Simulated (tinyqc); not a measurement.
Relaxation at fixed composition: composition and strain of an epitaxial Si(1-x)Ge(x) layer from Raman and X-ray peaks. Computed by tinyqc, a small Python program. Command: `OMP_NUM_THREADS=1 python tinyqc.py 3027075 3027076 out.jsonl epiraman walk`. One thread of a shared host (Intel(R) Xeon(R) Processor @ 2.30GHz), about 0.01 s of CPU time with the checks.

A (001) layer, biaxially strained in the plane. The Raman peaks follow empirical lines omega = w0 + c1 x + c3 x^3 + b eps (c3 for Si-Ge alone), with eps the in-plane strain.

Inputs (values chosen for the exercise, modelled on silicon-germanium):
```
quantity                        value      unit
Ge fraction x                    0.74         -
Ge fraction y of the buffer      0.86         -
lattice constant of Si          5.431  angstrom
lattice constant of Ge          5.658  angstrom
bowing B                        0.026  angstrom
2 C12/C11 of Si                 0.771         -
2 C12/C11 of Ge                 0.757         -
Si-Si: w0                       520.9      1/cm
Si-Si: c1                       -69.2      1/cm
Si-Si: strain coefficient b      -770      1/cm
Ge-Ge: w0                       280.1      1/cm
Ge-Ge: c1                        18.6      1/cm
Ge-Ge: strain coefficient b      -479      1/cm
X-ray wavelength             1.540598  angstrom
```

Substrate: relaxed alloy buffer.

Method:
- Relaxed lattice constant a(x) = a_Si + (a_Ge - a_Si) x - B x (1 - x).
- In-plane constant a_par = a_sub + R (a(x) - a_sub); eps = a_par/a(x) - 1; eps_perp = -(2 C12/C11) eps with 2 C12/C11 linear in x; a_perp = a(x) (1 + eps_perp). The buffer has a_sub = a(y).
- (004) Bragg angle theta = arcsin(2 lambda/a), with a = a_perp for the layer and a_sub for the substrate; separation = layer less substrate. The apparent x is the one that a fully strained layer (R = 0) would need to give the same a_perp.

Signatures; columns: (1) R; (2) eps (per mille); (3) Si-Si (1/cm); (4) Ge-Ge (1/cm); (5) a_perp (angstrom); (6) (004) separation (arcsec); (7) apparent x if R = 0 is assumed:
```
(1)      (2)     (3)     (4)     (5)     (6)      (7)
0.00  5.2042  465.68  291.37  5.5718  1245.4  0.74000
0.15  4.4235  466.29  291.75  5.5752  1163.8  0.74786
0.30  3.6429  466.89  292.12  5.5785  1082.4  0.75572
0.50  2.6021  467.69  292.62  5.5829   974.0  0.76617
0.70  1.5613  468.49  293.12  5.5873   865.8  0.77659
0.85  0.7806  469.09  293.49  5.5907   784.8  0.78440
1.00  0.0000  469.69  293.86  5.5940   703.9  0.79219
```

Full relaxation moves the Si-Si peak by +4.01 per cm and shrinks the X-ray separation to 57 % of its strained value, about 1/(1 + 2 C12/C11). A symmetric reflection alone cannot part x from R: a relaxed layer read as strained gives x = 0.792 in place of 0.74. An asymmetric reflection or a second peak is needed.

Extremes, crossings and ranges named in words are read from the listed rows.
